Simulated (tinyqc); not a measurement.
Superjunction drift layer against a plain one, charge balance: one step of the calculation.

Alternating n and p pillars of equal width wp, doping N and length Lp. When depleted, the lateral field peaks at Ex = q N wp/(2 eps0 eps_r) at the pillar junctions and a uniform vertical field Ey is added; breakdown is taken where Ex^2 + Ey^2 = Ef^2. Only the n pillars conduct, narrowed by the zero-bias depletion. A first-order model: the field peaks at the pillar ends are left out.

Question. Design of the pillars. Ex = a Ef gives N = 2 eps0 eps_r a Ef/(q wp); Ey = Ef sqrt(1 - a^2); Lp = BV/Ey; xd = sqrt(eps0 eps_r Vb/(q N)) on each side; Rsp = 2 Lp/(q mu(N) N (1 - 2 xd/wp)). mu(N) = mi + (mx - mi)/(1 + (N/Nr)^0.9).

Inputs (values chosen for the exercise); values close to those of silicon:
```
symbol   value        unit                                     meaning
eps_r     11.6              relative permittivity of the semiconductor
mx        1340  cm^2/(V s)                      mobility at low doping
mi        95.6  cm^2/(V s)                     mobility at high doping
Nr      1.3e17       cm^-3            reference doping of the mobility
BV         810           V                    wanted breakdown voltage
wp         1.5          um                        width of each pillar
Ef         0.3       MV/cm           critical field inside the pillars
a         0.74                     lateral peak field as a share of Ef
Vb         0.8           V    built-in voltage of the pillar junctions
```

Constants: q = 1.602176634e-19 C, eps0 = 8.8541878128e-14 F/cm where lengths are in cm. Results are converted to the units shown.

Find: N; Ey; Lp; xd; Rsp.

Answer.

N = 1.8975e16 cm^-3
Ey = 0.20178 MV/cm
Lp = 40.142 um
xd = 0.16440 um
Rsp = 2.9336 mohm cm^2

The pillars have an aspect ratio of 26.8. Their doping is 75.7 times, and their Rsp 0.0244 times, that of the plain layer.

tinyqc, about 0.01 s, one thread, Intel Xeon 2.30GHz (shared host): `OMP_NUM_THREADS=1 python tinyqc.py 2590001 2590002 out.jsonl`
